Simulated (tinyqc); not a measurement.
Worked calculation: six-band hole subbands of a thin body in a field. Values are carried at full precision from step to step, so a last printed digit may differ when a step is redone from the rounded ones.

Constants: hbar^2/2m0 = 3.80998211 eV angstrom^2.

Inputs chosen for the exercise (near those of a p-type Ge channel; the results hold for these values, not for the real material):
- S = (9.84, -2.64, 15.23) 1/TPa (compliances s11, s12, s44)
- sx = 1 GPa (stress along the channel [1-10], negative in compression)
- b = -2.56 eV (tetragonal potential)
- d = -5.34 eV (trigonal potential)
- g1 = 13.37 (Luttinger gamma1)
- g2 = 4.24 (gamma2)
- g3 = 5.71 (gamma3)
- face = 110 (surface)
- Dso = 0.289 eV (spin-orbit splitting)
- t = 40 angstrom (body thickness)
- F = 0.5 MV/cm (field across the body)
- kmax = 0.1 1/angstrom (end of the path)

## Strain and its block

exx = eyy = (s11 + s12) sx/2, ezz = s12 sx, exy = -s44 sx/4 (1 GPa/TPa = 1e-3). With e0 the traceless part, B_XX = 2b e0xx - b (e0yy + e0zz) and B_XY = sqrt(3) d exy.

strain, lower triangle:
```
           x         y          z
x   0.003600
y  -0.003808  0.003600
z          0         0  -0.002640
```

B (eV), lower triangle:
```
          X         Y        Z
X  -0.01597
Y   0.03522  -0.01597
Z         0         0  0.03195
```

## Confinement masses without spin-orbit coupling

C(n n^T)/c has C_XX = (g1 + 4 g2) nx^2 + (g1 - 2 g2)(ny^2 + nz^2) and C_XY = 6 g3 nx ny, n the unit normal; its eigenvalues are the inverse masses along n.

C(n n^T)/c, lower triangle:
```
         X        Y       Z
X  17.6100
Y  17.1300  17.6100
Z        0        0  4.8900
```

masses (m0): 2.0833  0.2045  0.0288

The heaviest mass, 2.08, comes from a near cancellation among the gammas, so a few per cent in them move it strongly.

## The matrix for one sine at q = 0

Basis X, Y, Z times spin, hole energies counted downwards from the unstrained edge (the hydrostatic shift is left out), c = hbar^2/2m0. For a symmetric tensor T let C(T) have C_XX = L Txx + M (Tyy + Tzz), C_XY = N Txy (cyclic), L = c (g1 + 4 g2), M = c (g1 - 2 g2), N = 6 c g3. k = q + kz n, n the unit normal, q = k1 u + k2 v with u along the channel [1-10] and v = n x u. H = C(k k^T) + (Dso/3)(1 - L.sigma) - B + e F z with (L_k)_ij = -i epsilon_kij; B is the block C built from the traceless strain with 2b, -b and sqrt(3) d in place of L, M, N. Strain: exx = eyy = (s11 + s12) sx/2, ezz = s12 sx, exy = -s44 sx/4. Hard walls at z = 0 and t; basis sin(j pi z/t), j = 1 to Nz: kz^2 = (j pi/t)^2, kz = -i D with D_jl = 4 j l/(t (j^2 - l^2)), z_jj = t/2 and z_jl = -8 t j l/(pi (j^2 - l^2))^2 for j + l odd; 1 MV/cm = 0.01 eV/angstrom.

Nz = 1, in meV.

H (meV), lower triangle (Hermitian):
```
               X+       Y+      Z+             X-      Y-      Z-
X+         626.18
Y+  367.37-96.33i   626.18
Z+              0        0  279.31
X-              0        0   96.33         626.18
Y-              0        0  96.33i  367.37+96.33i  626.18
Z-         -96.33  -96.33i       0              0       0  279.31
```

## Its levels

Diagonalise; the levels come in pairs. Give each pair and its weights on X, Y, Z, summed over spin and averaged over the pair.

levels (meV): 172.11  337.73  1021.83

weights:
```
   pair 1  pair 2  pair 3
X   0.280   0.231   0.489
Y   0.280   0.231   0.489
Z   0.440   0.539   0.021
```

## More sines

The four lowest pairs at q = 0.

Hole energies (meV):
```
Nz  pair 1  pair 2   pair 3  pair 4
1   172.11  337.73  1021.83       -
2   161.51  271.28   338.43  648.82
4   160.62  254.12   332.04  344.41
8   160.61  253.91   331.50  343.65
16  160.61  253.91   331.50  343.65
```

One sine is 11.50 meV off in the top subband, since the field mixes the sines. The second pair lies 93.3 meV deeper.

## Dispersion of the top subband

Nz = 14; the two lowest levels (spin-split where the field breaks inversion), in meV from their value at q = 0.

Energies (meV):
```
|q| (1/angstrom)     u a     u b     v a     v b
0.025              39.97   44.47   25.07   25.18
0.050             105.32  116.28   70.32   81.29
0.075             167.24  174.61  115.11  148.58
0.100             235.98  241.53  163.52  187.26
```

From the mean of each pair in the first row, c q^2/E gives 0.06 m0 along u and 0.09 m0 along v. The largest distance between a and b in the table is 33.48 meV. These masses hold for the first row only: the band bends further out.

## Checks

- Top level at q = 0 on (001) without field and stress against c (g1 - 2 g2)(pi/t)^2, eV: both 0.11492.
- Hermiticity, and E(q) against E(-q): they agree to 1e-10 or better.

Computed by tinyqc, a small Python program: `OMP_NUM_THREADS=1 python tinyqc.py 1251073 1251074 out.jsonl` (the numbers bound the seed that draws the inputs); one thread of a shared host (Intel(R) Xeon(R) Processor @ 2.30GHz), about 0.4 s for the whole set of steps.
